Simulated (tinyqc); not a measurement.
Worked calculation: UHF in the 6-31g basis, for H3, spin multiplicity 2. One step of it, computed by the program tinyqc.

Question. Iteration 2: diagonalisation and new density. Diagonalise F' = X^T F X, C = X C', fill 2 alpha and 1 beta electrons from the bottom; D(s) = C_occ C_occ^T. Each column has its largest component positive (the first on a tie).

F(alpha) (hartree):
```
           1H 1s      1H 2s      2H 1s      2H 2s      3H 1s      3H 2s
1H 1s   0.237550  -0.317780  -0.164999  -0.223929  -0.164999  -0.223929
1H 2s  -0.317780  -0.263909  -0.271890  -0.261179  -0.271890  -0.261179
2H 1s  -0.164999  -0.271890  -0.036140  -0.488893   0.021982  -0.007208
2H 2s  -0.223929  -0.261179  -0.488893  -0.336217  -0.007208  -0.054274
3H 1s  -0.164999  -0.271890   0.021982  -0.007208  -0.036140  -0.488893
3H 2s  -0.223929  -0.261179  -0.007208  -0.054274  -0.488893  -0.336217
```

F(beta) (hartree):
```
           1H 1s      1H 2s      2H 1s      2H 2s      3H 1s      3H 2s
1H 1s   0.110186  -0.410860  -0.150202  -0.242573  -0.150202  -0.242573
1H 2s  -0.410860  -0.308571  -0.189478  -0.221258  -0.189478  -0.221258
2H 1s  -0.150202  -0.189478   0.382499  -0.167828  -0.025820  -0.056372
2H 2s  -0.242573  -0.221258  -0.167828  -0.069481  -0.056372  -0.114021
3H 1s  -0.150202  -0.189478  -0.025820  -0.056372   0.382499  -0.167828
3H 2s  -0.242573  -0.221258  -0.056372  -0.114021  -0.167828  -0.069481
```

X:
```
           1H 1s      1H 2s      2H 1s      2H 2s      3H 1s      3H 2s
1H 1s   1.270739  -0.551506   0.022113   0.054982   0.022113   0.054982
1H 2s  -0.551506   1.644280   0.043769  -0.444893   0.043769  -0.444893
2H 1s   0.022113   0.043769   1.254946  -0.502201  -0.001667  -0.008600
2H 2s   0.054982  -0.444893  -0.502201   1.430426  -0.008600   0.128547
3H 1s   0.022113   0.043769  -0.001667  -0.008600   1.254946  -0.502201
3H 2s   0.054982  -0.444893  -0.008600   0.128547  -0.502201   1.430426
```

Give: F' = X^T F X; orbital energies; coefficients C; F' = X^T F X; orbital energies; coefficients C; D(alpha) after iteration 2; D(beta) after iteration 2.

Answer.

F' = X^T F X (alpha) (hartree):
```
        1       2       3       4       5       6
1   0.708  -0.591  -0.024  -0.068  -0.024  -0.068
2  -0.591   0.301  -0.104  -0.174  -0.104  -0.174
3  -0.024  -0.104   0.451  -0.656   0.014   0.032
4  -0.068  -0.174  -0.656   0.156   0.032   0.029
5  -0.024  -0.104   0.014   0.032   0.451  -0.656
6  -0.068  -0.174   0.032   0.029  -0.656   0.156
```

orbital energies (alpha) (hartree): MO1 -0.525, MO2 -0.423, MO3 0.081, MO4 0.967, MO5 0.987, MO6 1.135

coefficients C (alpha):
```
         MO1     MO2     MO3     MO4     MO5     MO6
1H 1s  0.176   0.000   0.255   0.037   0.000  -1.352
1H 2s  0.274   0.000   1.001  -0.525   0.000   1.433
2H 1s  0.232   0.282  -0.161  -0.915   0.912  -0.028
2H 2s  0.331   0.501  -0.576   1.000  -0.848  -0.326
3H 1s  0.232  -0.282  -0.161  -0.915  -0.912  -0.028
3H 2s  0.331  -0.501  -0.576   1.000   0.848  -0.326
```

F' = X^T F X (beta) (hartree):
```
        1       2       3       4       5       6
1   0.610  -0.645  -0.020  -0.078  -0.020  -0.078
2  -0.645   0.260  -0.077  -0.173  -0.077  -0.173
3  -0.020  -0.077   0.782  -0.492  -0.012   0.000
4  -0.078  -0.173  -0.492   0.308   0.000  -0.010
5  -0.020  -0.077  -0.012   0.000   0.782  -0.492
6  -0.078  -0.173   0.000  -0.010  -0.492   0.308
```

orbital energies (beta) (hartree): MO1 -0.424, MO2 0.010, MO3 0.171, MO4 1.081, MO5 1.102, MO6 1.109

coefficients C (beta):
```
         MO1     MO2     MO3     MO4     MO5     MO6
1H 1s  0.286   0.000   0.210   0.163   0.000  -1.332
1H 2s  0.551   0.000   0.848  -0.607   0.000   1.420
2H 1s  0.107   0.176  -0.141  -0.935   0.938  -0.116
2H 2s  0.167   0.595  -0.741   0.951  -0.785  -0.257
3H 1s  0.107  -0.176  -0.141  -0.935  -0.938  -0.116
3H 2s  0.167  -0.595  -0.741   0.951   0.785  -0.257
```

D(alpha) after iteration 2:
```
       1H 1s  1H 2s   2H 1s   2H 2s   3H 1s   3H 2s
1H 1s  0.031  0.048   0.041   0.058   0.041   0.058
1H 2s  0.048  0.075   0.064   0.091   0.064   0.091
2H 1s  0.041  0.064   0.133   0.218  -0.026  -0.065
2H 2s  0.058  0.091   0.218   0.360  -0.065  -0.142
3H 1s  0.041  0.064  -0.026  -0.065   0.133   0.218
3H 2s  0.058  0.091  -0.065  -0.142   0.218   0.360
```

D(beta) after iteration 2:
```
       1H 1s  1H 2s  2H 1s  2H 2s  3H 1s  3H 2s
1H 1s  0.082  0.158  0.031  0.048  0.031  0.048
1H 2s  0.158  0.304  0.059  0.092  0.059  0.092
2H 1s  0.031  0.059  0.012  0.018  0.012  0.018
2H 2s  0.048  0.092  0.018  0.028  0.018  0.028
3H 1s  0.031  0.059  0.012  0.018  0.012  0.018
3H 2s  0.048  0.092  0.018  0.028  0.018  0.028
```
